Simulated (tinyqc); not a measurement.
FCI on RHF in the sto-3g basis, for H4, spin multiplicity 1, step by step. Computed by tinyqc, a small Python program that keeps every step (integrals from PySCF). Settings: charge = 0, multiplicity = 1, basis = sto-3g, method = RHF, energy threshold = 1e-10, iteration cap = 52, orthogonalisation = symmetric, start = atomic densities, DIIS depth = 6, ci = FCI. Command: `OMP_NUM_THREADS=1 python tinyqc.py 27374 27375 out.jsonl` (the two numbers bound the seeds that draw the settings). One thread of a shared host (Intel(R) Xeon(R) Processor @ 2.60GHz), about 0.08 s of CPU time with the checks. Later iterations appear only in the table of the cycle.

## One-electron integrals

Geometry (angstrom):
```
atom         x         y         z
H     0.000000  0.000000  0.000000
H     0.000000  0.000000  0.779000
H     0.000000  2.072000  0.000000
H     0.000000  2.072000  0.779000
```

Basis sto-3g: exponents (1/bohr^2) and contraction coefficients of normalised primitives:
```
element  l (shell)  exponent  coefficient
H            s (1)  3.425251     0.154329
H            s (1)  0.623914     0.535328
H            s (1)  0.168855     0.444635
```

Overlap, kinetic and nuclear-attraction integrals over the contracted functions; the nuclear repulsion is the sum of Za Zb / Rab.

nuclear repulsion = 2.34750983 hartree

overlap S, order 1H 1s, 2H 1s, 3H 1s, 4H 1s:
$$\begin{pmatrix}
1.000000 & 0.634428 & 0.105806 & 0.083096 \\
0.634428 & 1.000000 & 0.083096 & 0.105806 \\
0.105806 & 0.083096 & 1.000000 & 0.634428 \\
0.083096 & 0.105806 & 0.634428 & 1.000000
\end{pmatrix}$$

kinetic energy T (hartree), order 1H 1s, 2H 1s, 3H 1s, 4H 1s:
$$\begin{pmatrix}
0.760032 & 0.214361 & -0.010815 & -0.011444 \\
0.214361 & 0.760032 & -0.011444 & -0.010815 \\
-0.010815 & -0.011444 & 0.760032 & 0.214361 \\
-0.011444 & -0.010815 & 0.214361 & 0.760032
\end{pmatrix}$$

nuclear attraction V (hartree), order 1H 1s, 2H 1s, 3H 1s, 4H 1s:
$$\begin{pmatrix}
-2.350687 & -1.445957 & -0.200198 & -0.161238 \\
-1.445957 & -2.350687 & -0.161238 & -0.200198 \\
-0.200198 & -0.161238 & -2.350687 & -1.445957 \\
-0.161238 & -0.200198 & -1.445957 & -2.350687
\end{pmatrix}$$

core Hamiltonian H = T + V (hartree), order 1H 1s, 2H 1s, 3H 1s, 4H 1s:
$$\begin{pmatrix}
-1.590655 & -1.231596 & -0.211013 & -0.172682 \\
-1.231596 & -1.590655 & -0.172682 & -0.211013 \\
-0.211013 & -0.172682 & -1.590655 & -1.231596 \\
-0.172682 & -0.211013 & -1.231596 & -1.590655
\end{pmatrix}$$

## Two-electron integrals

Functions are numbered as in S; the eight-fold symmetry (ij|kl) = (ji|kl) = (kl|ij) leaves the list below.

Two-electron integrals (ij|kl) in chemists' order, unique and non-zero (hartree):
```
(11|11) 0.774606   (21|11) 0.422591   (21|21) 0.272456   (22|11) 0.555421
(22|21) 0.422591   (22|22) 0.774606   (31|11) 0.048647   (31|21) 0.028726
(31|22) 0.040934   (31|31) 0.005707   (32|11) 0.035119   (32|21) 0.023176
(32|22) 0.036824   (32|31) 0.004247   (32|32) 0.003448   (33|11) 0.254736
(33|21) 0.158333   (33|22) 0.238699   (33|31) 0.048647   (33|32) 0.036824
(33|33) 0.774606   (41|11) 0.036824   (41|21) 0.023176   (41|22) 0.035119
(41|31) 0.004247   (41|32) 0.003412   (41|33) 0.035119   (41|41) 0.003448
(42|11) 0.040934   (42|21) 0.028726   (42|22) 0.048647   (42|31) 0.004854
(42|32) 0.004247   (42|33) 0.040934   (42|41) 0.004247   (42|42) 0.005707
(43|11) 0.158333   (43|21) 0.101723   (43|22) 0.158333   (43|31) 0.028726
(43|32) 0.023176   (43|33) 0.422591   (43|41) 0.023176   (43|42) 0.028726
(43|43) 0.272456   (44|11) 0.238699   (44|21) 0.158333   (44|22) 0.254736
(44|31) 0.040934   (44|32) 0.035119   (44|33) 0.555421   (44|41) 0.036824
(44|42) 0.048647   (44|43) 0.422591   (44|44) 0.774606
```

## Orthogonalisation

S = U s U^T; symmetric (Loewdin) form X = U s^(-1/2) U^T, so that X^T S X = 1.

eigenvalues of S: [0.342862, 0.388283, 1.445526, 1.823330]

X, order 1H 1s, 2H 1s, 3H 1s, 4H 1s:
$$\begin{pmatrix}
1.221236 & -0.435080 & -0.048540 & 0.002957 \\
-0.435080 & 1.221236 & 0.002957 & -0.048540 \\
-0.048540 & 0.002957 & 1.221236 & -0.435080 \\
0.002957 & -0.048540 & -0.435080 & 1.221236
\end{pmatrix}$$

## Starting guess

The start is atomic minimal-basis densities projected into this basis (PySCF's MINAO start) and scaled to the electron count of each spin; this density is not idempotent, so its energy is not variational and may lie below the converged one.

D at the start, order 1H 1s, 2H 1s, 3H 1s, 4H 1s:
$$\begin{pmatrix}
0.933781 & 0.093912 & 0.044865 & 0.022765 \\
0.093912 & 0.933781 & 0.022765 & 0.044865 \\
0.044865 & 0.022765 & 0.933781 & 0.093912 \\
0.022765 & 0.044865 & 0.093912 & 0.933781
\end{pmatrix}$$

## Iteration 1: building the Fock matrix

J_ij = sum D_kl (ij|kl), K_ij = sum D_kl (ik|jl); F = H + J - 0.5 K; E = tr D H + tr D J / 2 - 0.25 tr D K + E_nn.

Coulomb J (hartree), order 1H 1s, 2H 1s, 3H 1s, 4H 1s:
$$\begin{pmatrix}
1.823140 & 1.162458 & 0.179423 & 0.144139 \\
1.162458 & 1.823140 & 0.144139 & 0.179423 \\
0.179423 & 0.144139 & 1.823140 & 1.162458 \\
0.144139 & 0.179423 & 1.162458 & 1.823140
\end{pmatrix}$$

exchange K (hartree), order 1H 1s, 2H 1s, 3H 1s, 4H 1s:
$$\begin{pmatrix}
1.075875 & 0.884318 & 0.169929 & 0.156987 \\
0.884318 & 1.075875 & 0.156987 & 0.169929 \\
0.169929 & 0.156987 & 1.075875 & 0.884318 \\
0.156987 & 0.169929 & 0.884318 & 1.075875
\end{pmatrix}$$

Fock matrix F (hartree), order 1H 1s, 2H 1s, 3H 1s, 4H 1s:
$$\begin{pmatrix}
-0.305453 & -0.511297 & -0.116554 & -0.107036 \\
-0.511297 & -0.305453 & -0.107036 & -0.116554 \\
-0.116554 & -0.107036 & -0.305453 & -0.511297 \\
-0.107036 & -0.116554 & -0.511297 & -0.305453
\end{pmatrix}$$

total energy of this density = -1.56307448 hartree

This density is the starting one; it is not idempotent, so its energy is not variational and may lie below the converged one.

## Iteration 1: diagonalisation and new density

Diagonalise F' = X^T F X, C = X C', fill 2 alpha and 2 beta electrons from the bottom; D = 2 C_occ C_occ^T. Each column has its largest component positive (the first on a tie).

F' = X^T F X (hartree):
$$\begin{pmatrix}
0.038211 & -0.528668 & -0.070683 & -0.009432 \\
-0.528668 & 0.038211 & -0.009432 & -0.070683 \\
-0.070683 & -0.009432 & 0.038211 & -0.528668 \\
-0.009432 & -0.070683 & -0.528668 & 0.038211
\end{pmatrix}$$

orbital energies (hartree): MO1 -0.570571, MO2 -0.410342, MO3 0.505628, MO4 0.628130

coefficients C, order 1H 1s, 2H 1s, 3H 1s, 4H 1s:
$$\begin{pmatrix}
0.370286 & 0.415870 & 0.802409 & 0.853907 \\
0.370286 & 0.415870 & -0.802409 & -0.853907 \\
0.370286 & -0.415870 & 0.802409 & -0.853907 \\
0.370286 & -0.415870 & -0.802409 & 0.853907
\end{pmatrix}$$

D after iteration 1, order 1H 1s, 2H 1s, 3H 1s, 4H 1s:
$$\begin{pmatrix}
0.620118 & 0.620118 & -0.071671 & -0.071671 \\
0.620118 & 0.620118 & -0.071671 & -0.071671 \\
-0.071671 & -0.071671 & 0.620118 & 0.620118 \\
-0.071671 & -0.071671 & 0.620118 & 0.620118
\end{pmatrix}$$

## Iteration 3 (converged): orbitals

converged F (hartree), order 1H 1s, 2H 1s, 3H 1s, 4H 1s:
$$\begin{pmatrix}
-0.344896 & -0.576694 & -0.090766 & -0.084424 \\
-0.576694 & -0.344896 & -0.084424 & -0.090766 \\
-0.090766 & -0.084424 & -0.344896 & -0.576694 \\
-0.084424 & -0.090766 & -0.576694 & -0.344896
\end{pmatrix}$$

As before.

F' = X^T F X (hartree):
$$\begin{pmatrix}
0.039334 & -0.598273 & -0.049772 & 0.007186 \\
-0.598273 & 0.039334 & 0.007186 & -0.049772 \\
-0.049772 & 0.007186 & 0.039334 & -0.598273 \\
0.007186 & -0.049772 & -0.598273 & 0.039334
\end{pmatrix}$$

orbital energies (hartree): MO1 -0.601525, MO2 -0.516352, MO3 0.580649, MO4 0.694565

coefficients C, order 1H 1s, 2H 1s, 3H 1s, 4H 1s:
$$\begin{pmatrix}
0.370286 & 0.415870 & 0.802409 & 0.853907 \\
0.370286 & 0.415870 & -0.802409 & -0.853907 \\
0.370286 & -0.415870 & 0.802409 & -0.853907 \\
0.370286 & -0.415870 & -0.802409 & 0.853907
\end{pmatrix}$$

D after iteration 3, order 1H 1s, 2H 1s, 3H 1s, 4H 1s:
$$\begin{pmatrix}
0.620118 & 0.620118 & -0.071671 & -0.071671 \\
0.620118 & 0.620118 & -0.071671 & -0.071671 \\
-0.071671 & -0.071671 & 0.620118 & 0.620118 \\
-0.071671 & -0.071671 & 0.620118 & 0.620118
\end{pmatrix}$$

## Convergence

Stop when the energy changes by less than 1e-10 hartree and every element of the error matrix X^T (F D S - S D F) X is below 3e-06.

Course of the cycle:
```
iteration  E (hartree)     change  largest element of the error matrix
1          -1.56307448          -                             3.13e-16
2          -2.21562746  -6.53e-01                             5.36e-16
3          -2.21562746  -8.88e-16                             1.13e-15
```

PySCF RHF in the same basis = -2.21562746 hartree

Converged in 3 iterations.

## Populations, bond orders and dipole

Mulliken: Z minus the diagonal of D S on the atom; Loewdin: the same with S^(1/2) D S^(1/2); Mayer order: 2 sum_s sum (D(s) S)_ij (D(s) S)_ji over the two atoms.

Charges (e):
```
atom  Mulliken  Loewdin
1H           0        0
2H           0        0
3H    0.000000        0
4H           0        0
```

Mayer bond orders:
```
pair     order
2-1   1.000000
3-1          0
3-2          0
4-1          0
4-2          0
4-3   1.000000
```

dipole moment about the origin, x y z (debye): [0.000000, 0.000000, 0.000000]

## Integrals over molecular orbitals

(pq|rs) = sum C_ip C_jq C_kr C_ls (ij|kl), one index at a time.

one-electron integrals over orbitals h = C^T H C (hartree):
$$\begin{pmatrix}
-1.758292 & 0.000000 & 0.000000 & 0.000000 \\
0.000000 & -1.686969 & 0.000000 & 0.000000 \\
0.000000 & 0.000000 & -1.023455 & 0.000000 \\
0.000000 & 0.000000 & 0.000000 & -0.935444
\end{pmatrix}$$

Two-electron integrals over orbitals (pq|rs), unique and non-zero (hartree):
```
(11|11) 0.453120   (21|21) 0.212004   (22|11) 0.457825   (22|22) 0.466971
(31|31) 0.094559   (32|32) 0.087479   (33|11) 0.443319   (33|22) 0.449752
(33|33) 0.456256   (41|32) 0.085708   (41|41) 0.083996   (42|31) 0.098554
(42|42) 0.103951   (43|21) 0.208967   (43|43) 0.227276   (44|11) 0.450161
(44|22) 0.458817   (44|33) 0.464318   (44|44) 0.473900
```

## FCI: determinants and Hamiltonian

Hartree-Fock energy = -2.21562746 hartree

Slater-Condon rules over spin orbitals, with the nuclear repulsion added and E(HF) subtracted on the diagonal. Only determinants linked to the reference directly or through others are kept (one block of an abelian symmetry group), so some states are absent.

Occupation strings over the orbitals (2 doubly, a alpha, b beta, 0 empty; spin orbitals ordered 1a 1b 2a 2b ...): 2200 aabb 2020 abab 2002 abba baab 0220 baba 0202 bbaa 0022

H - E(HF) between determinants (hartree):
```
           2200       aabb       2020       abab       2002       abba       baab       0220
2200   0.000000  -0.012846   0.087479  -0.085708   0.103951   0.098554   0.098554   0.094559
aabb  -0.012846   1.443891   0.085708  -0.087479  -0.098554  -0.103951  -0.094559  -0.098554
2020   0.087479   0.085708   1.493177   0.123259   0.227276  -0.208967  -0.208967   0.212004
abab  -0.085708  -0.087479   0.123259   1.684660   0.208967  -0.227276  -0.212004   0.208967
2002   0.103951  -0.098554   0.227276   0.208967   1.735337  -0.110413  -0.110413   0.000000
abba   0.098554  -0.103951  -0.208967  -0.227276  -0.110413   1.711695   0.000000  -0.110413
baab   0.098554  -0.094559  -0.208967  -0.212004  -0.110413   0.000000   1.711695  -0.110413
0220   0.094559  -0.098554   0.212004   0.208967   0.000000  -0.110413  -0.110413   1.689569
baba  -0.085708  -0.083996   0.123259   0.000000   0.208967  -0.212004  -0.227276   0.208967
0202   0.083996   0.085708   0.000000   0.123259   0.212004  -0.208967  -0.208967   0.227276
bbaa  -0.012846   0.000000   0.085708  -0.083996  -0.098554  -0.094559  -0.103951  -0.098554
0022   0.000000  -0.012846   0.083996  -0.085708   0.094559   0.098554   0.098554   0.103951

           baba       0202       bbaa       0022
2200  -0.085708   0.083996  -0.012846   0.000000
aabb  -0.083996   0.085708   0.000000  -0.012846
2020   0.123259   0.000000   0.085708   0.083996
abab   0.000000   0.123259  -0.083996  -0.085708
2002   0.208967   0.212004  -0.098554   0.094559
abba  -0.212004  -0.208967  -0.094559   0.098554
baab  -0.227276  -0.208967  -0.103951   0.098554
0220   0.208967   0.227276  -0.098554   0.103951
baba   1.684660   0.123259  -0.087479  -0.085708
0202   0.123259   1.886551   0.085708   0.087479
bbaa  -0.087479   0.085708   1.443891  -0.012846
0022  -0.085708   0.087479  -0.012846   2.978215
```

## FCI: roots

Diagonalise (each vector has its largest component positive (the first on a tie)); all determinants have Ms = 0, so triplets appear too. The lowest singlet root is the correlation energy.

lowest roots of this matrix, relative to E(HF) (hartree): [-0.045568, 1.053150, 1.073906, 1.443495, 1.443605, 1.677993, 1.706654, 1.718758]

lowest vectors, order 2200, aabb, 2020, abab, 2002, abba, baab, 0220, baba, 0202, bbaa, 0022:
$$\begin{pmatrix}
0.985091 & 0.009287 & 0.000000 & 0.000000 \\
0.005251 & -0.273224 & 0.408248 & 0.706551 \\
-0.065716 & 0.584285 & 0.000000 & 0.000000 \\
0.057578 & 0.126454 & 0.408248 & 0.011811 \\
-0.064596 & -0.400373 & 0.000000 & 0.000000 \\
-0.062828 & 0.146770 & 0.408248 & 0.025414 \\
-0.062828 & 0.146770 & 0.408248 & -0.025414 \\
-0.061181 & -0.422356 & 0.000000 & 0.000000 \\
0.057578 & 0.126454 & 0.408248 & -0.011811 \\
-0.050614 & 0.308957 & 0.000000 & 0.000000 \\
0.005251 & -0.273224 & 0.408248 & -0.706551 \\
0.014817 & -0.004475 & 0.000000 & 0.000000
\end{pmatrix}$$

<S^2> of these roots: [0.000000, 0.000000, 6.000000, 2.000000, 0.000000, 2.000000, 0.000000, 2.000000]

weight of the ground state by excitation level 0, 1, 2, ...: [0.970404, 0.000000, 0.029376, 0.000000, 0.000220]
